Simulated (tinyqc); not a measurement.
Minority carriers and saturation current of a heavily doped emitter: two steps of the calculation.

n-type, parabolic bands, full ionisation. eta = (EF - Ec)/kB T solves N = Nc F12(eta), F12(x) = (2/sqrt(pi)) int_0^infinity sqrt(u)/(1 + exp(u - x)) du. The gap shrinks rigidly by dEg = a3 y^(1/3) + a4 y^(1/4) + a2 y^(1/2), y = N/1e18 cm^-3, an empirical law that is here taken as the true narrowing.

Values chosen for this exercise; band and dielectric values close to those of silicon: temperature T = 350 K; conduction-band density of states at 350 K Nc = 3.49e19 cm^-3; ionised donor density N = 1.2e19 cm^-3; minority-hole mobility mup = 190 cm^2/(V s); Auger coefficient Cn = 3.4e-31 cm^6/s; defect lifetime ts = 0.065 us; emitter width W = 520 nm; recombination velocity at the contact S = 2200 cm/s.

Constants: q = 1.602176634e-19 C, kB = 1.380649e-23 J/K, Vt = kB T/q. Results are converted to the units shown.

Problem 1. Fermi level. Newton step on ln F12(eta) = ln(N/Nc): eta(new) = eta - ln(Nc F12/N) F12/Fm, Fm(x) = dF12/dx = (1/sqrt(pi)) int_0^infinity u^(-1/2)/(1 + exp(u - x)) du.

eta at the start (Boltzmann value) = -1.0676

Wanted: F12; Fm; eta after iteration 1.

Solution 1.

F12 = 0.3085
Fm = 0.2784
eta after iteration 1 = -0.9472

Problem 2. Saturation current. 1/tau = Cn N^2 + 1/ts, D = mup Vt, L = sqrt(D tau); J0 = (q p0 D/L)(s + tanh(W/L))/(1 + s tanh(W/L)), s = S L/D; the share recombining inside is 1 - 1/[cosh(W/L)(1 + tanh(W/L)/s)].

p0 = 18452.389 cm^-3

Give: tau; L; s; J0; share recombining inside.

Solution 2.

tau = 15.54 ns
L = 2984 nm
s = 0.1146
J0 = 1.598e4 fA/cm^2
share recombining inside = 60.69 %

Bulk and contact share the loss.

Range of the model: Band tails, non-parabolic bands and incomplete ionisation are left out.

Numbers from tinyqc (`OMP_NUM_THREADS=1 python tinyqc.py 2330151 2330152 out.jsonl`; about 0.01 s on one thread of a shared Intel Xeon 2.30GHz).
